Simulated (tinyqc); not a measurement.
Electron density from the centroid.

Problem. In the Fang-Howard model the centroid is 3/b with b^3 = 6 (mz1/C) q (Nd + 11 Ns/32)/(eps0 eps_r), C = hbar^2/(2 m0), the field in eV/nm. Find b and Ns.

Parameters, values chosen for the exercise; masses and permittivity close to those of silicon (100):
- eps_r = 11.6 (relative permittivity)
- mz1 = 0.932 m0 (mass along z of valley set A (2 valley(s)))
- Nd = 7.6e11 cm^-2 (sheet density of depletion charge)

Constants: q = 1.602176634e-19 C, hbar = 1.054571817e-34 J s, m0 = 9.1093837015e-31 kg, eps0 = 8.8541878128e-14 F/cm where lengths are in cm, hbar^2/(2 m0) = 0.0380998212 eV nm^2. Results are converted to the units shown.

centroid = 2.3780778 nm

Solution. b = 3/centroid gives Nd + 11 Ns/32, from which the depletion charge is taken off.

b = 1.262 1/nm
Ns = 3.400e11 cm^-2

tinyqc, about 0.8 s, one thread, Intel Xeon 2.30GHz (shared host): `OMP_NUM_THREADS=1 python tinyqc.py 2160110 2160111 out.jsonl`
